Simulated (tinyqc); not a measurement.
# Worked calculation: CMOS latch-up, two-transistor model

Numbers from tinyqc (`OMP_NUM_THREADS=1 python tinyqc.py 2670052 2670053 out.jsonl`; about 0.05 s on one thread of a shared Intel Xeon 2.30GHz). Printed values are rounded.

A parasitic pnp (emitter at Vdd, base shunted by Rw) and npn (emitter at ground, base shunted by Rs) feed each other: the npn collector current flows out of the pnp base node, the pnp collector current into the npn base node. Forward-active transistors with constant gains: Icn = Isn exp(Vn/Vt), Icp = Isp (exp(Vp/Vt) - 1). A current Ii is injected into the npn base node.

Parameters, values chosen for the exercise; values close to those of bulk CMOS: temperature T = 293 K; current gain of the npn bn = 12.4; current gain of the pnp bp = 4.8; saturation current of the npn at T Isn = 2.5e-16 A; saturation current of the pnp at T Isp = 1.3e-16 A; substrate resistance shunting the npn Rs = 70 ohm; well resistance shunting the pnp Rw = 940 ohm; resistance from the pnp collector to the npn base R2 = 300 ohm; base-emitter voltage in the on state Von = 0.78 V; saturation voltage Vsat = 0.18 V; supply voltage Vdd = 0.9 V; current injected into the substrate Ii = 7.32 mA.

Constants: q = 1.602176634e-19 C, kB = 1.380649e-23 J/K, Vt = kB T/q. Results are converted to the units shown.

Range of the model: Near the trigger Vn + Vp exceeds Vdd by over 0.35 V, so both collector junctions are forward biased and the forward-active model is out of range there.

## Holding current and voltage

On state with both base-emitter voltages at Von: npn base current Ib = (Von/Rs + bp Von/Rw)/(bn bp - 1), holding current Ih = (bn + 1) Ib + Von/Rs, holding voltage Vh = Vsat + Von + R2 (Ib + Von/Rs).

bn bp = 59.52
Ib = 0.2584729 mA
Ih = 14.60639 mA
Vh = 4.380399 V

Vh is above Vdd = 0.9 V, so the supply cannot sustain a latched state.

## The off branch

| point | Vn (V) |
|---|---|
| 0 | 0.523 |
| 1 | 0.603 |
| 2 | 0.653 |
| 3 | 0.683 |
| 4 | 0.703 |
| 5 | 0.723 |
| 6 | 0.738 |
| 7 | 0.753 |

Node equations: Vp/Rw + Icp/bp = Icn and Vn/Rs + Icn/bn = Icp + Ii. Loop gain G = gn gp/[(1/Rw + gp/bp)(1/Rs + gn/bn)], gn = Icn/Vt, gp = (Icp + Isp)/Vt; the off state ends where G = 1, and Ii there is the trigger current. For each Vn: Icn, then Vp from the first equation, then Ii from the second.

| point | Icn (mA) | Vp (V) | Icp (mA) | Ii (mA) | G |
|---|---|---|---|---|---|
| 0 | 2.4766e-4 | 2.3280e-4 | 1.2042e-15 | 7.4714 | 3.3537e-15 |
| 1 | 0.0058872 | 0.0055339 | 3.1857e-14 | 8.6148 | 9.8222e-14 |
| 2 | 0.042652 | 0.040093 | 5.0615e-13 | 9.3320 | 2.7741e-12 |
| 3 | 0.13994 | 0.13155 | 2.3674e-11 | 9.7684 | 3.3340e-10 |
| 4 | 0.30901 | 0.29047 | 1.2886e-8 | 10.068 | 3.8445e-7 |
| 5 | 0.68231 | 0.63889 | 0.012681 | 10.371 | 0.70547 |
| 6 | 1.2359 | 0.76687 | 2.0165 | 8.6261 | 12.112 |
| 7 | 2.2387 | 0.79710 | 6.6755 | 4.2622 | 19.478 |

Ii peaks at 10.37 mA, at Vn = 0.7234 V where G = 1; beyond it the loop feeds itself.

## Iteration 1: response to the injected current, once round the loop per iteration

Vn at the start = 0.57 V

Icn = Isn exp(Vn/Vt); Vp solves Vp/Rw + Icp/bp = Icn; Vn(new) solves Vn/Rs + (Isn/bn) exp(Vn/Vt) = Icp + Ii.

Icn = 0.001593260 mA
Vp = 0.001497664 V
Icp = 7.944405e-15 mA
Vn after iteration 1 = 0.5123991 V

## Course of the iteration: response to the injected current, once round the loop per iteration

Stop when Vn changes by less than 1e-9 V, or after 150 iterations. Vn must stay below 1.1 V.

Course of the iteration:

| iteration | Vn (V) | \|change\| (V) |
|---|---|---|
| 1 | 0.5123991 | 0.0576 |
| 2 | 0.5123991 | < 1e-14 |

Converged in 2 iterations. An off state exists, since Ii is below the trigger current, the largest Ii that the node equations allow, 10.37 mA.
